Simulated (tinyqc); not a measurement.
# Worked calculation: long-channel MOSFET, surface-potential model

tinyqc, about 0.04 s, one thread, Intel Xeon 2.30GHz (shared host): `OMP_NUM_THREADS=1 python tinyqc.py 2360081 2360082 out.jsonl` Printed values are rounded.

n-channel transistor on a uniformly doped p-type body, gradual-channel approximation, constant mobility, Boltzmann statistics, full ionisation. Potentials are counted from the neutral body; V is the electron quasi-Fermi potential, Vsb at the source and Vsb + Vds at the drain. Charges are magnitudes per area.

Values chosen for this exercise; material values those of a made-up semiconductor: temperature T = 300 K; band gap Eg = 1.25 eV; relative permittivity of the semiconductor eps_r = 9.02; conduction-band density of states at T Nc = 3.1e19 cm^-3; valence-band density of states at T Nv = 2.41e19 cm^-3; acceptor density of the body Na = 1.6e16 cm^-3; relative permittivity of the gate insulator eox = 21.4; insulator thickness tox = 160 nm; flat-band voltage Vfb = -0.73 V; channel mobility mu = 400 cm^2/(V s); gate width W = 10 um; gate length L = 0.5 um; source-body reverse bias Vsb = 0 V; gate-source voltage Vgs = 1.05 V; drain-source voltage Vds = 0.8 V.

Constants: q = 1.602176634e-19 C, kB = 1.380649e-23 J/K, Vt = kB T/q, eps0 = 8.8541878128e-14 F/cm where lengths are in cm. Results are converted to the units shown.

Range of the model: mu V/L, with V the smaller of Vds and Vgs - VT, passes 3e6 cm/s, so velocity saturation, left out here, would lower the current.

## Body potential, insulator capacitance and body factor

ni = sqrt(Nc Nv) exp(-Eg/(2 Vt)), Eg in volts; phiF = Vt ln(Na/ni); Cox = eps0 eox/tox; gamma = sqrt(2 q eps0 eps_r Na)/Cox. VT = Vfb + 2 phiF + gamma sqrt(2 phiF + Vsb), m = 1 + gamma/(2 sqrt(2 phiF + Vsb)).

ni = 8.65270e8 cm^-3
phiF = 0.432577 V
Cox = 0.118425 uF/cm^2
gamma = 0.540338 V^0.5
VT = 0.637741 V
m = 1.29046

## Iteration 1: surface potential at the source by Newton steps

psi at the start (the smaller of 2 phiF + Vsb + 4 Vt and the root without inversion charge) = 0.968561 V

With V = Vsb: G = psi - Vt + Vt e, e = exp((psi - 2 phiF - Vsb)/Vt); f = Vgs + Vsb - Vfb - psi - gamma sqrt(G); f' = -1 - gamma (1 + e)/(2 sqrt(G)); psi(new) = psi - f/f'.

G = 2.35416 V
f = -0.0176159 V
f' = -10.7897
psi after iteration 1 = 0.966928 V

## Iteration 2: surface potential at the source by Newton steps

As before.

G = 2.26615 V
f = -3.37725e-4 V
f' = -10.3784
psi after iteration 2 = 0.966896 V

## Course of the iteration: surface potential at the source by Newton steps

Stop when psi changes by less than 1e-10 V, or after 40 iterations.

Course of the iteration:
```
iteration   psi (V)  |change| (V)
1          0.966928       1.63e-3
2          0.966896       3.25e-5
3          0.966896       1.26e-8
4          0.966896      2.00e-15
```

Converged in 4 iterations. The change falls from 0.0016 in the first iteration to below the tolerance in the last.

## Charges and current of the charge-sheet model

psi_0 = 0.966896 V
psi_L = 1.19560 V

psi_0 and psi_L solve Vgs + Vsb - Vfb - psi = gamma sqrt(G) at V = Vsb and Vsb + Vds. Qi = Cox gamma [sqrt(G) - sqrt(psi - Vt)], G = psi - Vt + Vt exp((psi - 2 phiF - V)/Vt), at both ends. With U = Vgs + Vsb - Vfb: drift = mu (W/L) Cox [U (psi_L - psi_0) - (psi_L^2 - psi_0^2)/2 - (2/3) gamma ((psi_L - Vt)^1.5 - (psi_0 - Vt)^1.5)]; diffusion = mu (W/L) Vt (Qi0 - QiL).

Qi0 = 34.2172 nC/cm^2
QiL = 9.89359e-9 nC/cm^2
drift current = 31.1841 uA
diffusion current = 7.07667 uA
drain current = 38.2608 uA

Drift carries 81.5 % of the current. The drain end is pinched off: its charge is under 1 % of that at the source.

## Inversion charge along the channel

V, point 0 to 8 (V): [0, 0.1, 0.2, 0.3, 0.4, 0.5, 0.6, 0.7, 0.8]

The surface potential psi at channel potential V solves Vgs + Vsb - Vfb - psi = gamma sqrt(G), G = psi - Vt + Vt exp((psi - 2 phiF - V)/Vt). Charge sheet: Qi = Cox gamma [sqrt(G) - sqrt(psi - Vt)]. Pao-Sah: Qi = (Cox gamma/2) integral from 3 Vt to psi of exp((u - 2 phiF - V)/Vt)/sqrt(G(u, V)) du.

```
point  psi (V)  Qi, charge sheet (nC/cm^2)  Qi, Pao-Sah (nC/cm^2)
0      0.96690                     34.2172                34.6520
1      1.05328                     21.2012                21.4586
2      1.13140                     9.52823                9.63996
3      1.18468                     1.61647                1.63503
4      1.19525                   0.0511861              0.0517717
5      1.19559                  0.00108394             0.00109634
6      1.19560                  2.26571e-5             2.29162e-5
7      1.19560                  4.73456e-7             4.78872e-7
8      1.19560                  9.89359e-9             1.00068e-8
```

At the source the charge-sheet charge is 1.3 % below the Pao-Sah one.

## Pao-Sah current by Simpson's rule

I = mu (W/L) integral of Qi dV; Simpson's rule on the 9 points, step Vds/8, weights 1, 4, 2, ..., 4, 1 times step/3.

Pao-Sah current = 39.0439 uA

Gauss-Legendre quadrature on many points gives 39.19 uA, so this value is 0.38 % below it; the charge-sheet current, 38.26 uA, is 2.4 % below it.
